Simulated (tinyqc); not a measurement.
Mesh and choice of bands: charge neutrality level from zone-averaged pseudopotential bands.

Empirical pseudopotential on the fcc lattice, atoms at +/- tau, tau = a (1,1,1)/8, no spin-orbit coupling. H(G,G') = c (2 pi/a)^2 |k + G|^2 delta + VS(q) cos(q.tau) + i VA(q) sin(q.tau), q = G - G', c = hbar^2/2m0; k and G in units of 2 pi/a; VS at |q|^2 = 3, 8, 11 and VA at 3, 4, 11, in rydberg, zero elsewhere. At each k the basis holds all G with |k + G|^2 up to 16; energies are counted from the fourth level at Gamma.

Mesh: k = sum_i (n_i + 1/2)/N b_i, n_i = 0 ... N - 1, b = (-1,1,1), (1,-1,1), (1,1,-1); points with the same sorted |kx|, |ky|, |kz| after folding to the shortest k + G are joined, with their count as weight. Neutrality (branch-point) level: E_N = (1/2) mean over k of [E5 + (E3 + E4)/2], E_n the n-th level from below.

Constants: hbar^2/2m0 = 3.80998211 eV angstrom^2; Ry = 13.60569312 eV.

Inputs chosen for the exercise (out of a larger set: classic local form factors of the size used for GaP, without spin-orbit coupling; not measured data): a = 5.45 angstrom (lattice constant); VS = (-0.221, 0.03, 0.069) Ry (symmetric form factors); VA = (0.119, 0.071, 0.019) Ry (antisymmetric form factors).

E_N with E5 alone, and with (E5 + E6)/2 in its place.

Results:

| N | joined points | E_N (eV) | E_N, two conduction bands (eV) |
|---|---|---|---|
| 1 | 1 | 0.8354 | 1.5455 |
| 2 | 2 | 0.6374 | 1.3228 |
| 3 | 6 | 0.8928 | 1.2585 |
| 4 | 10 | 0.8655 | 1.2634 |
| 5 | 19 | 0.8708 | 1.2545 |

For scale, the lowest gap of this set is 2.16 eV. Against N = 5 the errors are -35, -233, +22 and -5 meV for N = 1 to 4 (N = 1 is the L point alone). Taking the second conduction band in moves E_N by +0.38 eV, more than the mesh error at N = 2: the definition, not the mesh, limits the estimate. Local form factors place the indirect gaps only to a few tenths of an eV, and E_N moves with them.

(tinyqc, `OMP_NUM_THREADS=1 python tinyqc.py 1850610 1850611 out.jsonl`, Intel(R) Xeon(R) Processor @ 2.30GHz, 1 thread, shared host, about 0.08 s.)
